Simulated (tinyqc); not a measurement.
Adsorption as a lattice gas: isotherms with interactions, competition, desorption peaks and saturation dose. Changing the aspect ratio a (depth over diameter) of a hole. Computed by tinyqc, a small Python program. Command: `OMP_NUM_THREADS=1 python tinyqc.py 3029148 3029149 out.jsonl adsorb sweep`. One thread of a shared host (Intel(R) Xeon(R) Processor @ 2.30GHz), about 0.01 s of CPU time with the checks.

One adsorbate per site; a molecule needs 1 empty site. Gas and surface have the same temperature.

Inputs (values chosen for the exercise, for a model surface):
```
quantity                             value    unit
desorption energy E                    1.2      eV
prefactor nu                       2.4e+14     1/s
site density N_s                       7.4  1/nm^2
molecular mass M                       178       u
sticking coefficient s0              0.024       -
temperature T                          411       K
pressure p                         0.00091      Pa
blocking by a second gas, K_B p_B        2       -
```

Adsorption: molecular (first order).

Constants: u = 1.6605390666e-27 kg; k_B = 1.380649e-23 J/K; k_B = 8.617333262e-05 eV/K.

Method. Flux F = p/sqrt(2 pi M k_B T); k_d = nu exp(-E/(k_B T)); s0 F (1 - theta) = N_s k_d theta, so y = s0 F/(N_s k_d), theta = y/(1 + y). With a second gas on the same sites theta = y/(1 + y + K_B p_B). Without desorption or interaction, 99 % coverage needs the time (N_s/(s0 F)) ln 100. For a round hole of aspect ratio a in molecular flow with unit sticking (Gordon), the time is N_s/F x [1 + (19/4) a + (3/2) a^2]. The larger of the two times is a rough guide.

One run for each value:
```
aspect ratio a (depth over diameter) of a hole  time for the hole (s)  time on a flat surface (s)
1.0                                                        6.0522e+00                      160.18
2.3                                                        1.6579e+01                      160.18
5.1                                                        5.3627e+01                      160.18
12.0                                                       2.2873e+02                      160.18
26.0                                                       9.5041e+02                      160.18
59.0                                                       4.5936e+03                      160.18
130.0                                                      2.1678e+04                      160.18
300.0                                                      1.1389e+05                      160.18
```

Describe and explain the trends.

Over the rows, time for the hole (s) rises from 6.05 to 114000 (exponent d ln y / d ln x 1.2 between the first rows and 2.0 between the last); time on a flat surface (s) does not change. At the high end the exponent of time for the hole is 1.98, close to 2: diffusion along the hole.

Caution (all rows): with k_d = nu exp(-E/(k_B T)) of these inputs desorption is not negligible over the time on a flat surface, so without interaction 99 % coverage is not reached.
